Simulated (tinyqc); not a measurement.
## Electron mobility in a silicon inversion layer, empirical terms and Matthiessen rule: effect of the body doping

Inversion layer of sheet density Ns on a uniformly doped body. The mobility terms are empirical power laws with prefactors chosen for the exercise; adding their inverses (Matthiessen) is itself an approximation.

ni = sqrt(Nc Nv) exp(-Eg/(2 Vt)), Eg in volts; Ndep = sqrt(2 eps0 eps_r Nb (2 Vt ln(Nb/ni) + Vsb)/q); E = q (Ndep + eta Ns)/(eps0 eps_r), in MV/cm. With t = T/(300 K): muC = Ac (Ns/1e12 cm^-2) t/(Nb/1e17 cm^-3 + Nit/1e11 cm^-2), muP = Ap E^(-1/3) t^(-1.75), muS = As E^(-gs); 1/mu is the sum of the inverses.

Parameters, values chosen for the exercise; material values close to those of silicon: temperature T = 300 K; band gap Eg = 1.13 eV; relative permittivity of the semiconductor eps_r = 11.9; conduction-band density of states at T Nc = 2.83e19 cm^-3; valence-band density of states at T Nv = 2.64e19 cm^-3; reverse body bias Vsb = 0.6 V; weight of the inversion charge in the effective field eta = 0.5; phonon-limited mobility at 1 MV/cm and 300 K Ap = 449 cm^2/(V s); roughness-limited mobility at 1 MV/cm As = 929 cm^2/(V s); exponent of the roughness term gs = 2; Coulomb prefactor Ac = 2500 cm^2/(V s); charge at the interface Nit = 3.2e11 cm^-2; inversion density Ns = 1.3e12 cm^-2.

Constants: q = 1.602176634e-19 C, kB = 1.380649e-23 J/K, Vt = kB T/q, eps0 = 8.8541878128e-14 F/cm where lengths are in cm. Results are converted to the units shown.

Effect of the body doping:
```
Nb (cm^-3),E (MV/cm),muC (cm^2/(V s)),muP (cm^2/(V s)),muS (cm^2/(V s)),mu (cm^2/(V s))
2e16,0.18968,955.88,781.46,25821,422.92
4.4e16,0.23559,892.86,726.99,16739,391.35
9.7e16,0.30482,779.38,667.16,9998.0,346.98
2.1e17,0.40610,613.21,606.32,5633.1,289.22
4.7e17,0.56494,411.39,543.14,2910.8,216.66
1e18,0.78740,246.21,486.24,1498.4,147.37
2.3e18,1.1574,124.05,427.65,693.49,84.446
5e18,1.6791,61.090,377.77,329.52,45.349
```

What does the table show?

As Nb goes from 2e16 to 5e18 cm^-3, E rises from 0.190 to 1.68 MV/cm and mu falls from 423 to 45.3 cm^2/(V s). The smallest term is the phonon one in the first row and the Coulomb one in the last. At Nb = 5e18 cm^-3 E passes 1.5 MV/cm, beyond the usual range of such laws.

tinyqc, about 0.03 s, one thread, Intel Xeon 2.30GHz (shared host): `OMP_NUM_THREADS=1 python tinyqc.py 2510080 2510081 out.jsonl`
